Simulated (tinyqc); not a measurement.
Worked calculation: averaged masses of warped heavy- and light-hole bands. Values are carried at full precision from step to step, so a last printed digit may differ when a step is redone from the rounded ones.

Constants: Ry = 13.60569312 eV; a0 (Bohr radius) = 0.5291772105 angstrom; kB = 8.617333262e-05 eV/K; hbar^2/2m0 = 3.80998211 eV angstrom^2.

Parameters, chosen for this exercise (near those of Si; shifted at random, so the results belong to these values and not to a real crystal): g1 = 4.28 (Luttinger gamma1); g2 = 0.34 (gamma2); g3 = 1.45 (gamma3); eps = 11.8 (dielectric constant); mso = 0.235 m0 (split-off mass); Dso = 0.044 eV (spin-orbit splitting); T = 400 K (temperature).

## Other forms of the parameters

Dresselhaus-Kip-Kittel form E = c [A k^2 -/+ sqrt(B^2 k^4 + C^2 (kx^2 ky^2 + ky^2 kz^2 + kz^2 kx^2))] with A = g1, B = 2 g2, C^2 = 12 (g3^2 - g2^2). Spherical form: mu = (6 g3 + 4 g2)/(5 g1), delta = (g3 - g2)/g1, masses 1/(g1 (1 -/+ mu)). Effective rydberg R* = Ry/(g1 eps^2) and radius a* = a0 g1 eps.

A, B, |C|: 4.280  0.680  4.883

mu, delta: 0.4701  0.2593

spherical masses, heavy and light (m0): 0.4409  0.1589

R* = 22.83 meV
a* = 26.7 angstrom

delta/mu = 0.55 measures the warping against the spherical splitting.

## Masses along six directions

Four-band hole energies E = c k^2 f(u), c = hbar^2/2m0, f = g1 -/+ 2 sqrt(g2^2 + 3 (g3^2 - g2^2) s), s = ux^2 uy^2 + uy^2 uz^2 + uz^2 ux^2 for the unit vector u; minus for heavy, plus for light holes; the mass along u is 1/f.

Give s and both masses.

Masses (m0):
```
direction        s   heavy   light
[100]      0.00000  0.2778  0.2016
[110]      0.25000  0.5729  0.1467
[111]      0.33333  0.7246  0.1393
[210]      0.16000  0.4521  0.1575
[311]      0.15702  0.4486  0.1580
[411]      0.10185  0.3876  0.1672
```

The heavy mass grows by a factor of 2.61 from [100] to [111] while the light one shrinks by 31 %; 1/m_heavy + 1/m_light = 2 g1 in every direction.

## Density-of-states masses from three directions

m_d^(3/2) is the angular mean of m(u)^(3/2). The rule mean = (10 F[100] + 16 F[110] + 9 F[111])/35 is exact for cubic harmonics up to sixth order. Total m_d = (m_h^(3/2) + m_l^(3/2))^(2/3).

m^(3/2):
```
direction    heavy    light
[100]      0.14640  0.09053
[110]      0.43359  0.05622
[111]      0.61685  0.05198
```

m_d heavy, light (m0): 0.5417  0.1615

total = 0.5990 m0
share of light holes = 14.0 %

## Averages on a grid

Grid: n x n midpoints in cos(theta) from 0 to 1 and phi from 0 to pi/2, equal weights. m_d = <f^(-3/2)>^(2/3). Conductivity mass for one scattering time: 1/m_c = <|w|^2 f^(-5/2)>/<f^(-3/2)> with w = grad_k(k^2 f)/(2 k), that is |w|^2 = f^2 + |angular gradient of f|^2/4.

Use n = 40.

m_d heavy, light (m0): 0.5215  0.1551

m_c heavy, light (m0): 0.4148  0.1493

The three-direction rule differs from the grid by +3.86 % for heavy holes. Warping makes m_c of the heavy holes 20 % smaller than m_d; on a sphere the two are equal.

## Effective density of states

Nv = 2 (kT/(4 pi c))^(3/2) [m_h^(3/2) + m_l^(3/2) + mso^(3/2) exp(-Dso/kT)], c = hbar^2/2m0, parabolic bands, m_h and m_l the density-of-states masses from the grid; 1 angstrom^-3 = 1e24 cm^-3.

prefactor = 3.8635e+19 cm^-3

the three terms: 0.37664  0.06107  0.03179

Nv = 1.814e+19 cm^-3

shares (%): 80.2  13.0  6.8

kT/Dso = 0.78: thermal holes reach energies comparable with Dso, where the four-band form fails and the true Nv is larger.

## Checks

- m_d and m_c of heavy holes for g2 = g3 against 1/(g1 - 2 g3): they agree to 1e-10 or better.
- m_d of heavy holes on grids of 40 and 160: both 0.5215.

Program tinyqc; command `OMP_NUM_THREADS=1 python tinyqc.py 1050576 1050577 out.jsonl`; about 0.02 s on one thread of a shared Intel(R) Xeon(R) Processor @ 2.30GHz.
